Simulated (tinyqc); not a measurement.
Landau-Devonshire theory of a uniaxial ferroelectric: one step, computed by the program tinyqc. Command: `OMP_NUM_THREADS=1 python tinyqc.py 3023817 3023818 out.jsonl ferro walk`. One thread of a shared host (Intel(R) Xeon(R) Processor @ 2.30GHz), about 0.01 s of CPU time with the checks.

G(P) = (alpha/2) P^2 + (beta*/4) P^4 + (gamma/6) P^6 - E P per volume, SI units, one domain, P along the polar axis, which is normal to the film.

Problem. The 180-degree wall. With the term (g/2) (dP/dx)^2, (g/2) P'^2 = G(P) - G(Ps) across the wall: energy = int_(-Ps)^(Ps) sqrt(2 g [G(P) - G(Ps)]) dP (40 Gauss-Legendre points); width = 2 Ps over the slope at P = 0, sqrt(2 |G(Ps)|/g). Elastic coupling inside the wall is left out.

Inputs (values chosen for the exercise, for a model ferroelectric):

| quantity | value | unit |
|---|---|---|
| Curie-Weiss temperature T0 | 670 | K |
| gamma | 3.01e+10 | J m^9/C^6 |
| temperature T | 317 | K |
| gradient coefficient g | 2.3e-11 | J m^3/C^2 |

Sample: epitaxial film.

spontaneous polarisation Ps = 30.89948 microcoulomb/cm^2

alpha = -5.178039e+08 J m/C^2

beta* = 2.549412e+09 J m^5/C^4

well depth G(Ps) = -14.54289 MJ/m^3

Give: wall energy; wall width.

Solution.

wall energy = 10.966 mJ/m^2

wall width = 0.54955 nm

Caution: far below T0* the expansion with linear alpha(T) is only a fit. Caution: a wall under 0.8 nm, some two lattice spacings, wide is outside the continuum picture.
